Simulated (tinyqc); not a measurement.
ROHF in the 6-31g basis, for H3, spin multiplicity 2, step by step. One step of it, computed by the program tinyqc.

Problem. Iteration 1: diagonalisation and new density. Diagonalise F' = X^T F X, C = X C', fill 2 alpha and 1 beta electrons from the bottom; D(s) = C_occ C_occ^T. Each column has its largest component positive (the first on a tie).

effective F (hartree), lower triangle:
```
           1H 1s      1H 2s      2H 1s      2H 2s      3H 1s      3H 2s
1H 1s  -0.018620
1H 2s  -0.530451  -0.437983
2H 1s  -0.430247  -0.416867   0.053646
2H 2s  -0.471549  -0.409241  -0.422706  -0.321666
3H 1s  -0.354716  -0.360853  -0.098077  -0.242940   0.079642
3H 2s  -0.430342  -0.381230  -0.266094  -0.330551  -0.384152  -0.277955
```

X:
```
               1          2          3          4          5         6
1H 1s  -0.763929   0.012981   0.546382   1.000842  -0.050952  0.207610
1H 2s   2.536402  -0.076185  -0.548471   0.165796  -0.008590  0.278589
2H 1s   0.367511   0.737923   0.806696  -0.476330  -0.521210  0.174644
2H 2s  -1.476283  -1.204949  -0.498941  -0.261494  -0.304939  0.247406
3H 1s   0.277967  -0.803136   0.796103  -0.363665   0.569586  0.164784
3H 2s  -1.218575   1.332413  -0.454796  -0.192152   0.356225  0.240249
```

Give: F' = X^T F X; orbital energies; coefficients C; D(alpha) after iteration 1; D(beta) after iteration 1.

Solution.

F' = X^T F X (hartree), lower triangle:
```
        1       2       3       4       5       6
1   0.737
2   0.014   0.881
3   0.063  -0.021   0.912
4  -0.503  -0.014  -0.092   0.713
5   0.005  -0.243  -0.004   0.002  -0.004
6   0.010   0.000  -0.092  -0.083   0.027  -0.610
```

orbital energies (hartree): MO1 -0.623, MO2 -0.065, MO3 0.225, MO4 0.878, MO5 0.951, MO6 1.263

coefficients C:
```
         MO1     MO2     MO3     MO4     MO5     MO6
1H 1s  0.303  -0.019   0.179  -0.834  -0.233  -1.027
1H 2s  0.298  -0.048   1.858   1.066   0.243   1.452
2H 1s  0.216  -0.306  -0.077  -0.830   0.565   0.840
2H 2s  0.191  -0.577  -1.251   0.544  -0.923  -1.011
3H 1s  0.172   0.366  -0.056  -0.258  -1.097   0.635
3H 2s  0.152   0.693  -1.006  -0.209   1.234  -0.778
```

D(alpha) after iteration 1, lower triangle:
```
       1H 1s  1H 2s   2H 1s   2H 2s  3H 1s  3H 2s
1H 1s  0.092
1H 2s  0.091  0.091
2H 1s  0.071  0.079   0.140
2H 2s  0.069  0.085   0.218   0.369
3H 1s  0.045  0.034  -0.075  -0.178  0.163
3H 2s  0.033  0.012  -0.179  -0.371  0.280  0.503
```

D(beta) after iteration 1, lower triangle:
```
       1H 1s  1H 2s  2H 1s  2H 2s  3H 1s  3H 2s
1H 1s  0.092
1H 2s  0.090  0.089
2H 1s  0.065  0.064  0.047
2H 2s  0.058  0.057  0.041  0.037
3H 1s  0.052  0.051  0.037  0.033  0.029
3H 2s  0.046  0.045  0.033  0.029  0.026  0.023
```
